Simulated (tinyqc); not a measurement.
Equal gaps, different models: fitting sp3s* parameters to three gaps by Newton steps.

sp3s* tight binding, nearest neighbours only: anion (a) at 0, cation (c) at a/4 (1,1,1), orbitals s, px, py, pz, s* on each; k in units of 2 pi/a. With phases e_j = exp(i (pi/2) k.n_j) for n = (1,1,1), (1,-1,-1), (-1,1,-1), (-1,-1,1): g0 = (e1+e2+e3+e4)/4, g1 = (e1+e2-e3-e4)/4, g2 = (e1-e2+e3-e4)/4, g3 = (e1-e2-e3+e4)/4. The diagonal holds the levels Esa, Epa, Exa (s*) and Esc, Epc, Exc. Anion-cation block: <sa|sc> = Vss g0; <sa|xc> = Vsapc g1; <xa|sc> = -Vscpa g1; <xa|xc> = Vxx g0; <xa|yc> = <ya|xc> = Vxy g3, <xa|zc> = <za|xc> = Vxy g2, <ya|zc> = <za|yc> = Vxy g1; <s*a|xc> = Vxapc g1; <xa|s*c> = -Vpaxc g1; y and z take g2 and g3 in place of g1; s-s* and s*-s* vanish.

Gaps are level 5 at Gamma, X = (1,0,0) and L = (1/2,1/2,1/2) less level 4 at Gamma; no spin-orbit coupling. Free parameters: Vss, Vxapc and Vpaxc. H is linear in them, so by Hellmann-Feynman J_ij = <u|dH/dp_j|u> for level 5 at point i less the same for level 4 at Gamma. Newton: p(new) = p + J^-1 (target - gaps); stop when all misses are below 1e-7 eV.

Constants: hbar^2/2m0 = 3.80998211 eV angstrom^2.

Inputs chosen for the exercise (out of a larger set: near a published set for AlAs, fitted to gaps, whose masses and valley positions are rough; not measured data):
- p = (-7.454, 0.976, -1.161, 3.613, 7.514, 6.717, -6.736, 1.893, 4.32, 5.117, 5.444, 4.53, 5) eV (start, order Esa, Epa, Esc, Epc, Exa, Exc, Vss, Vxx, Vxy, Vsapc, Vscpa, Vxapc, Vpaxc)
- tg = (2.8968, 2.2262, 2.5855) eV (target gaps at Gamma, X, L)
- a = 5.66 angstrom (lattice constant)

The same three targets are met with other triples of free parameters (those for which Newton converges within 3 eV of the start). Not fitted: level 5 at K = (3/4,3/4,0) above Ev, the spacing of levels 6 and 5 at X, the depth of level 2 at X below Ev, the valence width at Gamma, and the mass c q^2/(E(q) - E(0)) of level 5 along [100], q = 0.002 (2 pi/a), c = hbar^2/2m0.

Unfitted results:
```
free parameters    largest change (eV)  K (eV)  X spacing (eV)  level 2 at X (eV)  valence width (eV)  mass (m0)
start                            0.000   2.396           0.310              6.472              11.730     0.3185
Vss, Vxapc, Vpaxc                0.269   2.279           0.294              6.561              11.487     0.2750
Esc, Vxapc, Vpaxc                0.454   2.278           0.532              6.497              11.830     0.2853
Vss, Vsapc, Vpaxc                0.269   2.277           0.499              6.427              11.487     0.2822
Esa, Vxapc, Vscpa                0.878   2.278           0.450              6.507              12.365     0.2711
Vss, Exa, Exc                    0.343   2.278           0.311              6.495              11.487     0.2750
Esc, Vsapc, Exc                  2.255   2.276           0.904              6.519              11.830     0.2928
```

All fitted rows have the same three gaps, yet they spread by 3 meV at K, 610 meV in the X spacing, 134 meV in level 2 at X, 878 meV in the valence width and 7.7 % in the mass. The smallest change of parameters, 0.269 eV, is that of Vss, Vxapc, Vpaxc; Vss, Vsapc, Vpaxc. A fit fixes what it was given and leaves the rest to the choice of free parameters.

(tinyqc, `OMP_NUM_THREADS=1 python tinyqc.py 1451512 1451513 out.jsonl`, Intel(R) Xeon(R) Processor @ 2.30GHz, 1 thread, shared host, about 0.2 s.)
